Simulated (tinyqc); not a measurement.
# Input admittance of a MOSFET at zero drain bias: distributed channel and distributed gate, step by step

Numbers from tinyqc (`OMP_NUM_THREADS=1 python tinyqc.py 2262111 2262112 out.jsonl`; about 0.01 s on one thread of a shared Intel Xeon 2.30GHz). Printed values are rounded.

Source and drain grounded, strong inversion, w = 2 pi f, Cox = eps0 eox/tox. The channel is an RC line of resistance 1/(mu Cox Vo) per square fed from both ends, so one finger has the intrinsic admittance y = i w Cox L tanh(g)/g per width, g = (1/2) sqrt(i w tau), tau = L^2/(mu Vo). The vertical resistance rv/L is in series with y, the overlaps 2 i w Cov in parallel: y_t = 1/(1/y + rv/L) + 2 i w Cov. The gate strip is a line of Rsh/L per length loaded by y_t, so a finger has Y = y_t Wf tanh(k)/k, k = (Wf/sd) sqrt(y_t Rsh/L); the device has Nf Y.

Inputs (values chosen for the exercise); values of the order met in silicon radio-frequency transistors:
```
symbol,value,unit,meaning
eox,3.9,,relative permittivity of the gate insulator (close to silicon dioxide)
tox,6.9,nm,insulator thickness
L,0.46,um,channel length
Wf,1.1,um,finger width
Nf,16,,number of fingers
mu,220,cm^2/(V s),channel mobility
Vo,0.27,V,gate overdrive
Rsh,3.8,ohm/square,sheet resistance of the gate
rv,2.3,ohm um^2,vertical resistivity of the gate stack
sd,1,,number of ends at which a finger is contacted
Cov,0.2,fF/um,overlap and fringe capacitance on each side
f,2.5,GHz,frequency
```

Constants: eps0 = 8.8541878128e-14 F/cm where lengths are in cm. Results are converted to the units shown.

## Low-frequency resistances and capacitance

Low-frequency limits, with c = Cox L and ct = c + 2 Cov: R_strip = Rsh Wf/(3 sd^2 L Nf), R_ch = (c/ct)^2 L/(12 mu Cox Vo Wf Nf), R_vert = (c/ct)^2 rv/(L Wf Nf), C = ct Wf Nf.

parts (ohm): strip 0.189312, channel 53.1812, vertical 0.206206
sum = 53.5767 ohm
C = 47.5568 fF
1/(2 pi R C) = 62.4643 GHz

The channel term is the largest, 99.3 % of the sum.

## Admittance of the channel and stack per width

tau, g, c = Cox L, y and y_t as defined.

tau = 35.6229 ps
g = 0.264472+0.264472i
c = 2.30209 fF/um
y = 1.6809+36.0671i uS/um
y_t = 1.6874+42.3497i uS/um

w tau = 0.560, and Im y is 0.997 of w c.

## Input impedance of the device

k and Y as defined; Z = 1/(Nf Y) = R + 1/(i w C); Q = |Im Z|/R; signal at the point farthest from a contact |1/cosh k|.

k = 0.0148411+0.0142615i
Nf Y = 0.029803+0.745345i mS
R = 53.5607 ohm
C = 47.5260 fF
Q = 25.0094
signal at the far point = 0.999992

R is 0.030 % below its low-frequency limit and C is 0.065 % below its own.
